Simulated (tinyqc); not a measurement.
# Planar ballistic transistor, top-of-the-barrier model, step by step

Program tinyqc, `OMP_NUM_THREADS=1 python tinyqc.py 2400002 2400003 out.jsonl`; Intel Xeon 2.30GHz, shared host, one thread, about 0.01 s. Printed values are rounded.

At the top of the source barrier, states moving towards the drain are filled by the source (Fermi level 0) and states moving back by the drain (Fermi level -q Vd); nothing scatters. U is the shift of the band edge there, set by the capacitances CG, CD and CS (the total) and by the charge. Parabolic two-dimensional band; the source is grounded.

Values chosen for this exercise; mass and valleys made up: temperature T = 300 K; effective mass m = 0.0278 m0; valley degeneracy gv = 1; relative permittivity of the gate insulator eox = 9; insulator thickness tox = 1.8 nm; gate control CG/CS aG = 0.94; drain control CD/CS aD = 0.036; band edge at the barrier top above the source Fermi level at zero bias E0 = 0.31 eV; gate voltage Vg = 0.45 V; drain voltage Vd = 0.2 V.

Constants: q = 1.602176634e-19 C, kB = 1.380649e-23 J/K, hbar = 1.054571817e-34 J s, m0 = 9.1093837015e-31 kg, Vt = kB T/q, eps0 = 8.8541878128e-14 F/cm where lengths are in cm. Results are converted to the units shown.

## Density of states, capacitances and charge at zero bias

N0 = gv m kB T/(pi hbar^2), CG = eps0 eox/tox, vT = sqrt(2 kB T/(pi m)), CS = CG/aG, n0 = n at U = 0 and Vd = 0. eta1 = -(E0 + U)/Vt, eta2 = eta1 - Vd/Vt, n = (N0/2)[F_0(eta1) + F_0(eta2)], F_0(x) = ln(1 + exp x). UL = -(aG Vg + aD Vd).

N0 = 3.00218e11 cm^-2
CG = 4.42709 uF/cm^2
CS = 4.70967 uF/cm^2
n0 = 1.86065e6 cm^-2
UL = -0.4302 eV

## Iteration 1: self-consistent potential at the barrier top

U at the start (U = UL) = -0.4302 eV

eta1 = -(E0 + U)/Vt, eta2 = eta1 - Vd/Vt, n = (N0/2)[F_0(eta1) + F_0(eta2)], F_0(x) = ln(1 + exp x). U(out) = UL + q (n - n0)/CS. U(new) = U(out).

eta1 = 4.64954
eta2 = -3.08680
n = 7.06067e11 cm^-2
U(out) = -0.406180 eV
U after iteration 1 = -0.406180 eV

## Iteration 2: self-consistent potential at the barrier top

As before.

eta1 = 3.72043
eta2 = -4.01592
n = 5.64744e11 cm^-2
U(out) = -0.410988 eV
U after iteration 2 = -0.410988 eV

## Course of the iteration: self-consistent potential at the barrier top

Stop when U changes by less than 1e-9 eV, or after 90 iterations.

Course of the iteration:

| iteration | U (eV) | \|change\| (eV) |
|---|---|---|
| 1 | -0.406180 | 0.0240 |
| 2 | -0.410988 | 4.81e-3 |
| 3 | -0.410041 | 9.48e-4 |
| 4 | -0.410228 | 1.87e-4 |
| 5 | -0.410191 | 3.70e-5 |
| 6 | -0.410198 | 7.31e-6 |
| 7 | -0.410197 | 1.44e-6 |
| 8 | -0.410197 | 2.86e-7 |
| 9 | -0.410197 | 5.64e-8 |
| 10 | -0.410197 | 1.11e-8 |
| 11 | -0.410197 | 2.20e-9 |
| 12 | -0.410197 | 4.35e-10 |

Converged in 12 iterations. At the end each change is about 0.20 times the one before, with alternating sign: linear convergence.

## Current, mean velocity and share of the gate voltage

converged U = -0.410197 eV

N0 = gv m kB T/(pi hbar^2), CG = eps0 eox/tox, vT = sqrt(2 kB T/(pi m)), CS = CG/aG, n0 = n at U = 0 and Vd = 0. eta1 = -(E0 + U)/Vt, eta2 = eta1 - Vd/Vt, n = (N0/2)[F_0(eta1) + F_0(eta2)], F_0(x) = ln(1 + exp x). I = q (N0/2) vT [F_(1/2)(eta1) - F_(1/2)(eta2)] per width, F_(1/2)(x) = (2/sqrt(pi)) int_0^infinity u^(1/2)/(1 + exp(u - x)) du. Mean velocity I/(q n). CQ = (q/Vt) dn/d(eta1); the band edge follows the gate as -dU/dVg = aG/(1 + CQ/CS).

eta1 = 3.87579
n = 5.88000e11 cm^-2
I = 482.826 uA/um
mean velocity = 5.12511e7 cm/s
CQ = 0.930583 uF/cm^2
-dU/dVg = 0.784910 eV/V

The carriers from the source are degenerate (eta1 = 3.88), and the mean velocity is 1.59 times vT = sqrt(2 kB T/(pi m)) = 3.23e7 cm/s.
